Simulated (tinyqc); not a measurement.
# Threshold of a short bulk MOSFET: charge sharing, barrier lowering, narrow width, step by step

Computed by the program tinyqc: `OMP_NUM_THREADS=1 python tinyqc.py 2002072 2002073 out.jsonl`, one thread of a shared Intel Xeon 2.30GHz, about 0.01 s for the whole run. Printed values are rounded.

n-channel device on a p-type body, depletion approximation, full ionisation. Uniform doping N = Na. Vbi from Boltzmann statistics is rough for the degenerate source. Cox = eps0 eox/tox.

Values chosen for this exercise; band and dielectric values close to those of silicon: temperature T = 400 K; band gap Eg = 1.14 eV; relative permittivity eps_r = 11.8; conduction-band density of states at T Nc = 4.28e19 cm^-3; valence-band density of states at T Nv = 4.1e19 cm^-3; relative permittivity of the gate insulator (close to silicon dioxide) eox = 3.9; insulator thickness tox = 1.3 nm; channel doping Na = 2.2e17 cm^-3; source and drain doping Nsd = 1e20 cm^-3; flat-band voltage for the doping Na Vfb = -1 V; junction depth xj = 63 nm; body-source voltage Vbs = 0 V; drain-source voltage Vds = 0.05 V; gate width W = 690 nm; shape factor of the fringing depletion at the width edges xw = 0.7854; channel length L = 150 nm.

Constants: q = 1.602176634e-19 C, kB = 1.380649e-23 J/K, Vt = kB T/q, eps0 = 8.8541878128e-14 F/cm where lengths are in cm. Results are converted to the units shown.

## Long-channel threshold and scales

ni = sqrt(Nc Nv) exp(-Eg/(2 Vt)), Eg in volts; 2 pB = 2 Vt ln(N/ni); flat band Vfb - Vt ln(N/Na); Wd = sqrt(2 eps0 eps_r (2 pB - Vbs)/(q N)); body term q N Wd/Cox; long-channel VT0 = flat band + 2 pB + body term; Vbi = Vt ln(N Nsd/ni^2); scale length l = sqrt((eps_r/eox) tox Wd).

N = 2.2e17 cm^-3
2 pB = 0.778128 V
flat band = -1 V
Wd = 67.9187 nm
body term = 0.0901265 V
VT0 = -0.131745 V
Vbi = 0.989056 V
l = 16.3446 nm

## Short-channel and narrow-width shifts

Charge sharing (trapezoid; it ignores Vds): F = (xj/L)(sqrt(1 + 2 Wd/xj) - 1), lowering = body term times F. Barrier lowering: th = exp(-L/(2 l)) + 2 exp(-L/l), lowering = th [2 (Vbi - 2 pB) + Vds], DIBL = th. Narrow width: rise = body term times xw Wd/W. VT by each model = VT0 - lowering + rise.

F = 0.326153
lowering by charge sharing = 29.3951 mV
th = 0.0103732
lowering of the barrier = 4.89464 mV
DIBL = 10.3732 mV/V
narrow-width rise = 6.96761 mV
VT, charge sharing = -0.154173 V
VT, barrier lowering = -0.129672 V

L is 9.18 scale lengths. The charge-sharing lowering is 6.01 times the barrier lowering; the first falls off as 1/L and the second exponentially. Both describe the same loss of gate control, so they are alternatives and are not added.
